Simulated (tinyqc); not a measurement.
Photoconductance decay in a wafer: bulk and surface recombination modes, and iron detection by pair splitting: one step, computed by the program tinyqc.

Both faces of the wafer have the same S; injection is low and all coefficients are constant. x runs from -W/2 to W/2.

Question. Effective lifetime. Even modes cos(a x) obey b tan b = S W/(2 D) with b = a W/2, odd modes sin(a x) obey -b cot b = S W/(2 D); each decays at the rate 1/tau_b + D a^2. tau_eff is the decay time of the first mode. The surface time is 1/(D a^2) of that mode; shortcuts for it are W/(2 S), W^2/(pi^2 D) and their sum, whose error is sum/surface time - 1.

Inputs (values chosen for the exercise, modelled on p-type silicon):

| quantity | value | unit |
|---|---|---|
| thickness W | 525 | micrometre |
| diffusivity D | 33.3 | cm^2/s |
| bulk lifetime tau_b without iron | 11 | microsecond |
| surface recombination velocity S | 9.7 | cm/s |

Give: tau_eff; surface time; W/(2 S); W^2/(pi^2 D); error of the sum; tau_eff/tau_b.

Answer.

tau_eff = 10.956 microsecond

surface time = 2713.1 microsecond

W/(2 S) = 2706.2 microsecond

W^2/(pi^2 D) = 8.3864 microsecond

error of the sum = 0.054748 %

tau_eff/tau_b = 0.99596

The surfaces are slow against diffusion, so W/(2 S) is the larger part. tau_eff is within 0.40 % of tau_b.
